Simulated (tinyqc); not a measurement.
Field dependence: Hall effect and magnetoresistance of several carrier groups with constant relaxation times. Computed by tinyqc, a small Python program. Command: `OMP_NUM_THREADS=1 python tinyqc.py 3017048 3017049 out.jsonl hall2 walk`. One thread of a shared host (Intel(R) Xeon(R) Processor @ 2.30GHz), about 0.01 s of CPU time with the checks.

Group 1 has charge -e and group 2 charge +e; s_i is that sign. B lies along z; mu B is formed with mu in m^2/(V s).

Inputs (values chosen for the exercise, for a model conductor):
```
quantity        value        unit
density n1      3e+18      1/cm^3
mobility mu1     2000  cm^2/(V s)
density n2    2.4e+17      1/cm^3
mobility mu2     1400  cm^2/(V s)
```

Carriers: electrons and holes. Densities: per volume.

Constants: e = 1.602176634e-19 C.

Method:
- Weak field: R_H(0) = sum s_i n_i mu_i^2/(e (sum n_i mu_i)^2); MR = c B^2 with c = n1 n2 mu1 mu2 (s1 mu1 - s2 mu2)^2/(n1 mu1 + n2 mu2)^2. Strong field: R_H = 1/(e sum s_i n_i); rho_xx saturates at (n1/mu1 + n2/mu2)/(e (sum s_i n_i)^2).
- sigma_xx = sum n_i e mu_i/(1 + mu_i^2 B^2); sigma_xy = sum s_i n_i e mu_i^2 B/(1 + mu_i^2 B^2).
- rho_xx = sigma_xx/(sigma_xx^2 + sigma_xy^2); Hall coefficient R_H = sigma_xy/(B (sigma_xx^2 + sigma_xy^2)), with B in V s/cm^2 (1 T = 1e-4 V s/cm^2); magnetoresistance MR = rho_xx(B)/rho_xx(0) - 1.

saturation MR = 39.0224 %

Against the field:
```
B (T)  mu1 B  rho_xx (ohm cm)  R_H (cm^3/C)      MR (%)
0.25    0.05        0.0009854       -1.7930  3.6249e-02
0.75    0.15        0.0009883       -1.7965  3.2383e-01
2        0.4        0.0010067       -1.8189  2.1917e+00
5          1        0.0010893       -1.9197  1.0579e+01
12       2.4        0.0012472       -2.1122  2.6604e+01
30         6        0.0013428       -2.2288  3.6310e+01
75        15        0.0013650       -2.2559  3.8562e+01
200       40        0.0013688       -2.2606  3.8957e+01
600      120        0.0013694       -2.2613  3.9015e+01
```

MR starts as B^1.99 and ends as B^0.00; it saturates at 39.0 %. One group alone would show no magnetoresistance in this model. The rows with mu1 B well above 1 show the semiclassical limit; Landau quantisation is left out. Fields above 100 T are beyond ordinary laboratory magnets.
